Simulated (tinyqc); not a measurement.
Junctionless gate-all-around wire, depletion approximation: one step of the calculation.

A uniformly doped n-type wire of radius R under a surrounding gate; long channel. Below flat band a shell from radius rc to R is fully depleted and the neutral core, at channel potential V (0 at the source, Vd at the drain), carries the current with constant mobility; s = (rc/R)^2 is the share of the cross-section that conducts. The edge of the depleted shell is taken as abrupt, so there is no subthreshold current.

Question. Voltages that deplete the wire. Cox = eps0 eox/(R ln(1 + tox/R)); A = q Nd R^2/(4 eps0 eps_r); B = q Nd R/(2 Cox); VT = Vfb - A - B.

Parameters, values chosen for the exercise; material values close to those of germanium: relative permittivity of the semiconductor eps_r = 16; relative permittivity of the gate insulator eox = 9; insulator thickness tox = 6.2 nm; wire radius R = 4 nm; donor density Nd = 9.1e18 cm^-3; flat-band voltage Vfb = 1.13 V.

Constants: q = 1.602176634e-19 C, eps0 = 8.8541878128e-14 F/cm where lengths are in cm. Results are converted to the units shown.

Find: Cox; A; B; VT.

Answer.

Cox = 2.1282 uF/cm^2
A = 0.041166 V
B = 0.13702 V
VT = 0.95182 V

Of the 0.178 V needed, 76.9 % drops over the insulator. The device is normally off.

Computed by the program tinyqc: `OMP_NUM_THREADS=1 python tinyqc.py 2460072 2460073 out.jsonl`, one thread of a shared Intel Xeon 2.30GHz, about 0.01 s for the whole run.
